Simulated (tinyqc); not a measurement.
Worked calculation: Jacobi rotations on a symmetric matrix. Computed by tinyqc, a small Python program that keeps every step. Settings: method = jacobi. Command: `OMP_NUM_THREADS=1 python tinyqc.py 26428 26429 out.jsonl` (the two numbers bound the seeds that draw the settings). One thread of a shared host (Intel(R) Xeon(R) Processor @ 2.60GHz), about 0.01 s of CPU time with the checks.

## Jacobi rotation 1

A:
```
[[0.294000, 0.079000, 0.100000],
 [0.079000, 0.943000, -0.213000],
 [0.100000, -0.213000, 2.635000]]
```

Take the largest off-diagonal element A_pq; tan 2 theta = 2 A_pq / (A_qq - A_pp) with |theta| <= pi/4; A' = J^T A J with J_pp = J_qq = cos, J_pq = sin, J_qp = -sin.

p, q, theta (rad): [2.000000, 3.000000, -0.123323]

A':
```
[[0.294000, 0.090701, 0.089523],
 [0.090701, 0.916598, 0.000000],
 [0.089523, 0.000000, 2.661402]]
```

## Jacobi rotation 2

As before.

p, q, theta (rad): [1.000000, 2.000000, 0.141757]

A':
```
[[0.281056, 0.000000, 0.088625],
 [0.000000, 0.929543, 0.012648],
 [0.088625, 0.012648, 2.661402]]
```

## Jacobi rotation 3

As before.

p, q, theta (rad): [1.000000, 3.000000, 0.037163]

A':
```
[[0.277761, -0.000470, 0.000000],
 [-0.000470, 0.929543, 0.012639],
 [0.000000, 0.012639, 2.664697]]
```

## All rotations

The off-diagonal norm falls at every rotation.

Rotations:
```
step  p  q      theta  off-diagonal norm
1     2  3  -0.123323           1.80e-01
2     1  2   0.141757           1.27e-01
3     1  3   0.037163           1.79e-02
4     2  3   0.007284           6.65e-04
5     1  2  -0.000721           4.84e-06
6     1  3  -1.43e-06           3.49e-09
7     2  3   1.42e-09           5.01e-15
```

eigenvalues: [0.277760, 0.929451, 2.664789]
